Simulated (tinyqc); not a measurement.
First phase against the interface composition: thermodynamics of metal silicides: hull, first phase, silicon consumed, nucleation and stability against SiO2. Computed by tinyqc, a small Python program. Command: `OMP_NUM_THREADS=1 python tinyqc.py 3008537 3008538 out.jsonl silphase walk`. One thread of a shared host (Intel(R) Xeon(R) Processor @ 2.30GHz), about 0.01 s of CPU time with the checks.

Entropies of formation of the solids are neglected, so heats stand for free energies. Si fractions: M2Si 0.3333, MSi 0.5000, MSi2 0.6667.

Inputs (values chosen for the exercise, of the order of those of nickel silicides for heats and volumes only): heat of formation of M2Si = -48.8 kJ/mol atoms; heat of formation of MSi = -42.7 kJ/mol atoms; heat of formation of MSi2 = -29.8 kJ/mol atoms.

Phases: M2Si, MSi, MSi2.

Method. Effective heat of formation: at the interface the mixture has the Si fraction x_e; the limiting element scales the heat, H_eff = H x_e/x if x_e < x, H (1 - x_e)/(1 - x) otherwise. The rule names the most negative as the first phase; its restriction to congruently melting phases is left out here.

H_eff (kJ/mol atoms):
```
x_e      M2Si      MSi     MSi2  first phase
0.10  -14.640   -8.540   -4.470         M2Si
0.20  -29.280  -17.080   -8.940         M2Si
0.30  -43.920  -25.620  -13.410         M2Si
0.36  -46.848  -30.744  -16.092         M2Si
0.42  -42.456  -35.868  -18.774         M2Si
0.48  -38.064  -40.992  -21.456          MSi
0.54  -33.672  -39.284  -24.138          MSi
0.60  -29.280  -34.160  -26.820          MSi
0.66  -24.888  -29.036  -29.502         MSi2
0.75  -18.300  -21.350  -22.350         MSi2
```

Each phase is a triangle with its apex at its own composition. In order of x_e the first phase is M2Si, then MSi, then MSi2. On either side of all three the ranking is that of H/x (Si-poor) or H/(1 - x) (Si-rich).
